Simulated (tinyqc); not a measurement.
Empirical pseudopotential in a few plane waves, step by step. One step of it, computed by the program tinyqc.

Problem. Bloch Hamiltonian at k. Basis: the 15 shortest G (labels in 2 pi/a), the same at every k. H(G,G') = c |k + G|^2 delta + VS(|G-G'|^2) cos((G-G').tau) + i VA sin((G-G').tau), tau = a/8 (1,1,1); 1 Ry = 13.605693 eV.

Parameters chosen for this model: fcc lattice, atoms at +/- a/8 (1,1,1); form factors in rydberg at |G|^2 in units of (2 pi/a)^2:
```
parameter,value,unit
a,5.530000,angstrom
VS(3),-0.231000,Ry
VS(8),0.037000,Ry
VS(11),0.063000,Ry
VA(3),0.034000,Ry
VA(4),0.049000,Ry
VA(11),0.000000,Ry
hbar^2/2m (2 pi/a)^2,4.918497,eV
```

k point k (2 pi / a): 0.040000  0.130000  0.400000

Give: H(k) at k.

Solution.

H(k) at k (eV), lower triangle (Hermitian):
```
,+0+0+0,-1-1-1,-1-1+1,-1+1-1,-1+1+1,+1-1-1,+1-1+1,+1+1-1,+1+1+1,-2+0+0,+0-2+0,+0+0-2,+0+0+2,+0+2+0,+2+0+0
+0+0+0,0.878
-1-1-1,2.222-0.327i,10.026
-1-1+1,-2.222-0.327i,0.000+0.667i,17.896
-1+1-1,-2.222-0.327i,0.000+0.667i,0.503,12.584
-1+1+1,-2.222+0.327i,-0.503,0.000+0.667i,0.000+0.667i,20.454
+1-1-1,-2.222-0.327i,0.000+0.667i,0.503,0.503,0.000,10.813
+1-1+1,-2.222+0.327i,-0.503,0.000+0.667i,0.000,0.503,0.000+0.667i,18.683
+1+1-1,-2.222+0.327i,-0.503,0.000,0.000+0.667i,0.503,0.000+0.667i,0.503,13.371
+1+1+1,2.222+0.327i,0.000,-0.503,-0.503,0.000+0.667i,-0.503,0.000+0.667i,0.000+0.667i,21.241
-2+0+0,0.000-0.667i,-2.222+0.327i,-2.222-0.327i,-2.222-0.327i,2.222-0.327i,0.606,-0.606,-0.606,-0.606,19.765
+0-2+0,0.000-0.667i,-2.222+0.327i,-2.222-0.327i,0.606,-0.606,-2.222-0.327i,2.222-0.327i,-0.606,-0.606,0.503,17.994
+0+0-2,0.000-0.667i,-2.222+0.327i,0.606,-2.222-0.327i,-0.606,-2.222-0.327i,-0.606,2.222-0.327i,-0.606,0.503,0.503,12.682
+0+0+2,0.000+0.667i,-0.606,2.222+0.327i,-0.606,-2.222+0.327i,-0.606,-2.222+0.327i,0.606,-2.222-0.327i,-0.503,-0.503,0.000,28.422
+0+2+0,0.000+0.667i,-0.606,-0.606,2.222+0.327i,-2.222+0.327i,-0.606,0.606,-2.222+0.327i,-2.222-0.327i,-0.503,0.000,-0.503,0.503,23.110
+2+0+0,0.000+0.667i,-0.606,-0.606,-0.606,0.606,2.222+0.327i,-2.222+0.327i,-2.222+0.327i,-2.222-0.327i,0.000,-0.503,-0.503,0.503,0.503,21.339
```
